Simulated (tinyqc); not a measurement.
Empirical pseudopotential in a few plane waves, step by step. One step of it, computed by the program tinyqc.

Question. Bloch Hamiltonian at G. Basis: the 15 shortest G (labels in 2 pi/a), the same at every k. H(G,G') = c |k + G|^2 delta + VS(|G-G'|^2) cos((G-G').tau) + i VA sin((G-G').tau), tau = a/8 (1,1,1); 1 Ry = 13.605693 eV.

Parameters chosen for this model: fcc lattice, atoms at +/- a/8 (1,1,1); form factors in rydberg at |G|^2 in units of (2 pi/a)^2:
```
parameter                 value      unit
a                      6.170000  angstrom
VS(3)                 -0.244000        Ry
VS(8)                  0.014000        Ry
VS(11)                 0.060000        Ry
VA(3)                  0.068000        Ry
VA(4)                  0.078000        Ry
VA(11)                 0.026000        Ry
hbar^2/2m (2 pi/a)^2   3.951048        eV
```

k point G (2 pi / a): [0, 0, 0]

Give: H(k) at G.

Answer.

H(k) at G (eV), order +0+0+0, -1-1-1, -1-1+1, -1+1-1, -1+1+1, +1-1-1, +1-1+1, +1+1-1, +1+1+1, -2+0+0, +0-2+0, +0+0-2, +0+0+2, +0+2+0, +2+0+0:
```
[[0.0000, 2.3474+0.6542i, -2.3474+0.6542i, -2.3474+0.6542i, -2.3474-0.6542i, -2.3474+0.6542i, -2.3474-0.6542i, -2.3474-0.6542i, 2.3474-0.6542i, 0.0000+1.0612i, 0.0000+1.0612i, 0.0000+1.0612i, 0.0000-1.0612i, 0.0000-1.0612i, 0.0000-1.0612i],
 [2.3474-0.6542i, 11.8531, 0.0000-1.0612i, 0.0000-1.0612i, -0.1905, 0.0000-1.0612i, -0.1905, -0.1905, 0.0000, -2.3474-0.6542i, -2.3474-0.6542i, -2.3474-0.6542i, -0.5772+0.2501i, -0.5772+0.2501i, -0.5772+0.2501i],
 [-2.3474-0.6542i, 0.0000+1.0612i, 11.8531, 0.1905, 0.0000-1.0612i, 0.1905, 0.0000-1.0612i, 0.0000, -0.1905, -2.3474+0.6542i, -2.3474+0.6542i, 0.5772+0.2501i, 2.3474-0.6542i, -0.5772-0.2501i, -0.5772-0.2501i],
 [-2.3474-0.6542i, 0.0000+1.0612i, 0.1905, 11.8531, 0.0000-1.0612i, 0.1905, 0.0000, 0.0000-1.0612i, -0.1905, -2.3474+0.6542i, 0.5772+0.2501i, -2.3474+0.6542i, -0.5772-0.2501i, 2.3474-0.6542i, -0.5772-0.2501i],
 [-2.3474+0.6542i, -0.1905, 0.0000+1.0612i, 0.0000+1.0612i, 11.8531, 0.0000, 0.1905, 0.1905, 0.0000-1.0612i, 2.3474+0.6542i, -0.5772+0.2501i, -0.5772+0.2501i, -2.3474-0.6542i, -2.3474-0.6542i, 0.5772-0.2501i],
 [-2.3474-0.6542i, 0.0000+1.0612i, 0.1905, 0.1905, 0.0000, 11.8531, 0.0000-1.0612i, 0.0000-1.0612i, -0.1905, 0.5772+0.2501i, -2.3474+0.6542i, -2.3474+0.6542i, -0.5772-0.2501i, -0.5772-0.2501i, 2.3474-0.6542i],
 [-2.3474+0.6542i, -0.1905, 0.0000+1.0612i, 0.0000, 0.1905, 0.0000+1.0612i, 11.8531, 0.1905, 0.0000-1.0612i, -0.5772+0.2501i, 2.3474+0.6542i, -0.5772+0.2501i, -2.3474-0.6542i, 0.5772-0.2501i, -2.3474-0.6542i],
 [-2.3474+0.6542i, -0.1905, 0.0000, 0.0000+1.0612i, 0.1905, 0.0000+1.0612i, 0.1905, 11.8531, 0.0000-1.0612i, -0.5772+0.2501i, -0.5772+0.2501i, 2.3474+0.6542i, 0.5772-0.2501i, -2.3474-0.6542i, -2.3474-0.6542i],
 [2.3474+0.6542i, 0.0000, -0.1905, -0.1905, 0.0000+1.0612i, -0.1905, 0.0000+1.0612i, 0.0000+1.0612i, 11.8531, -0.5772-0.2501i, -0.5772-0.2501i, -0.5772-0.2501i, -2.3474+0.6542i, -2.3474+0.6542i, -2.3474+0.6542i],
 [0.0000-1.0612i, -2.3474+0.6542i, -2.3474-0.6542i, -2.3474-0.6542i, 2.3474-0.6542i, 0.5772-0.2501i, -0.5772-0.2501i, -0.5772-0.2501i, -0.5772+0.2501i, 15.8042, 0.1905, 0.1905, -0.1905, -0.1905, 0.0000],
 [0.0000-1.0612i, -2.3474+0.6542i, -2.3474-0.6542i, 0.5772-0.2501i, -0.5772-0.2501i, -2.3474-0.6542i, 2.3474-0.6542i, -0.5772-0.2501i, -0.5772+0.2501i, 0.1905, 15.8042, 0.1905, -0.1905, 0.0000, -0.1905],
 [0.0000-1.0612i, -2.3474+0.6542i, 0.5772-0.2501i, -2.3474-0.6542i, -0.5772-0.2501i, -2.3474-0.6542i, -0.5772-0.2501i, 2.3474-0.6542i, -0.5772+0.2501i, 0.1905, 0.1905, 15.8042, 0.0000, -0.1905, -0.1905],
 [0.0000+1.0612i, -0.5772-0.2501i, 2.3474+0.6542i, -0.5772+0.2501i, -2.3474+0.6542i, -0.5772+0.2501i, -2.3474+0.6542i, 0.5772+0.2501i, -2.3474-0.6542i, -0.1905, -0.1905, 0.0000, 15.8042, 0.1905, 0.1905],
 [0.0000+1.0612i, -0.5772-0.2501i, -0.5772+0.2501i, 2.3474+0.6542i, -2.3474+0.6542i, -0.5772+0.2501i, 0.5772+0.2501i, -2.3474+0.6542i, -2.3474-0.6542i, -0.1905, 0.0000, -0.1905, 0.1905, 15.8042, 0.1905],
 [0.0000+1.0612i, -0.5772-0.2501i, -0.5772+0.2501i, -0.5772+0.2501i, 0.5772+0.2501i, 2.3474+0.6542i, -2.3474+0.6542i, -2.3474+0.6542i, -2.3474-0.6542i, 0.0000, -0.1905, -0.1905, 0.1905, 0.1905, 15.8042]]
```
